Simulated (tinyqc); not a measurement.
Holstein polaron on two sites: one step, computed by the program tinyqc. Command: `OMP_NUM_THREADS=1 python tinyqc.py 3005040 3005041 out.jsonl holstein walk`. One thread of a shared host (Intel(R) Xeon(R) Processor @ 2.30GHz), about 0.01 s of CPU time with the checks.

One electron on sites 1 and 2: H = -t (c1+ c2 + c2+ c1) + hbar omega sum_i b_i+ b_i - g hbar omega sum_i n_i (b_i + b_i+). The symmetric phonon shifts the energy by -g^2 hbar omega/2 and drops out; with b = (b_1 - b_2)/sqrt(2) there remains H = -t sigma_x + hbar omega b+ b - (g hbar omega/sqrt(2)) sigma_z (b + b+). Parity splits it into blocks p = +1 and -1 over phonon numbers n. Zero-point energies are left out. Weights Z refer to mode b alone; the displaced symmetric mode multiplies the full zero-phonon weight by exp(-g^2/2).

Problem. Levels in the small basis. Diagonalise H; the eigenvector has its largest component positive; Z is the weight of n = 0.

H, even block (meV):
```
[[-44.7707, -20.3131, 0.0000, 0.0000],
 [-20.3131, 82.3293, -28.7271, 0.0000],
 [0.0000, -28.7271, 61.4293, -35.1834],
 [0.0000, 0.0000, -35.1834, 188.5293]]
```

Give: levels; lowest eigenvector; Z in the small basis.

Solution.

levels (meV): [-48.14, 36.91, 100.65, 198.09]

lowest eigenvector: [0.98552, 0.16334, 0.04497, 0.00669]

Z in the small basis = 0.97125
